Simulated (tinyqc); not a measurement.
Changing the anneal temperature T: dopants and charged point defects at anneal temperature: Fermi-level effect, clustering and pairing. Computed by tinyqc, a small Python program. Command: `OMP_NUM_THREADS=1 python tinyqc.py 3017037 3017038 out.jsonl pairing sweep`. One thread of a shared host (Intel(R) Xeon(R) Processor @ 2.30GHz), about 0.01 s of CPU time with the checks.

Boltzmann statistics and full ionisation of active dopants. Energies are counted from the valence band; the defect (a vacancy or self-interstitial) has five charge states, with all degeneracy factors one.

Inputs (values chosen for the exercise, for a model semiconductor):
```
quantity,value,unit
gap at 0 K E_g0,0.826,eV
Varshni alpha,0.000468,eV/K
Varshni beta,264,K
electron mass m_e,0.165,m_0
valleys M_c,4,-
hole mass m_h,0.247,m_0
total dopant density N,5e+19,cm^-3
formation enthalpy of the neutral defect H_f,2.87,eV
formation entropy S_f,5.7,k_B
site density N_s,2.2e+22,cm^-3
```

Dopant: donor. Second part: pairing with a mobile impurity.

defect levels as fractions of E_g(T): (2+/+), (+/0), (0/-), (-/2-): [0.18, 0.25, 0.54, 0.85]

Constants: m_0 = 9.1093837015e-31 kg; k_B = 1.380649e-23 J/K; h = 6.62607015e-34 J s; k_B = 8.617333262e-05 eV/K.

Method:
- E_g = E_g0 - alpha T^2/(T + beta).
- N_c = 2 M_c (2 pi m_e k_B T/h^2)^(3/2) and N_v = 2 (2 pi m_h k_B T/h^2)^(3/2), masses in units of m_0.
- n_i = sqrt(N_c N_v) exp(-E_g/2 k_B T); E_i = E_g/2 + (k_B T/2) ln(N_v/N_c).
- No clustering: A = N.
- n = A/2 + sqrt(A^2/4 + n_i^2) for an active density A.
- chi = n/n_i (for acceptors n_i/p); E_F = E_i + k_B T ln chi; field enhancement h = 1 + A/sqrt(A^2 + 4 n_i^2).
- C_0 = N_s exp(S_f/k_B) exp(-H_f/k_B T). Ratios to the neutral state at E_F = E_i: r_+ = exp((E(+/0) - E_i)/k_B T), r_2+ = r_+ exp((E(2+/+) - E_i)/k_B T), r_- = exp((E_i - E(0/-))/k_B T), r_2- = r_- exp((E_i - E(-/2-))/k_B T); at other E_F state q scales as chi^(-q). The enhancement is sum r_q chi^(-q)/sum r_q. The charge on the defects is left out of neutrality.

One run for each value:
```
anneal temperature T (K),"all defects, doped (cm^-3)",enhancement over intrinsic,n_i (cm^-3),active density A (cm^-3),mean charge (e)
616,1.9306e+05,5.8899e+03,3.7454e+16,5.00e+19,-1.9362
679,8.6855e+06,1.6763e+03,9.4206e+16,5.00e+19,-1.9091
805,2.8273e+09,2.2803e+02,4.0150e+17,5.00e+19,-1.8406
867,2.5974e+10,1.0283e+02,7.1268e+17,5.00e+19,-1.8001
930,1.8206e+11,5.0321e+01,1.1905e+18,5.00e+19,-1.7541
993,9.9663e+11,2.6680e+01,1.8772e+18,5.00e+19,-1.7024
1060,4.8870e+12,1.4657e+01,2.8911e+18,5.00e+19,-1.6404
```

Give the missing row, anneal temperature T (K) = 742.

Computed row; columns: (1) anneal temperature T (K); (2) all defects, doped (cm^-3); (3) enhancement over intrinsic; (4) n_i (cm^-3); (5) active density A (cm^-3); (6) mean charge (e):
```
(1)         (2)         (3)         (4)       (5)      (6)
742  2.0152e+08  5.7491e+02  2.0551e+17  5.00e+19  -1.8772
```

Interpolating between the two neighbouring rows (linearly) misses most in all defects, doped (cm^-3), by a factor of 7.0. Over the rows, all defects, doped (cm^-3) rises from 193000 to 4.89e12 (exponent d ln y / d ln x 39 between the first rows and 24 between the last); enhancement over intrinsic falls from 5890 to 14.7 (exponent d ln y / d ln x -13 between the first rows and -9.2 between the last); n_i (cm^-3) rises from 3.75e16 to 2.89e18 (exponent d ln y / d ln x 9.5 between the first rows and 6.6 between the last). A line through ln(all defects) against 1/(k_B T) gives 2.16 eV, against H_f = 2.87 eV for the neutral state alone.

Caution (all rows): the carrier density exceeds the effective density of states, where Boltzmann statistics understate the shift of E_F and so the density of charged defects (gap narrowing, also left out, works the other way).
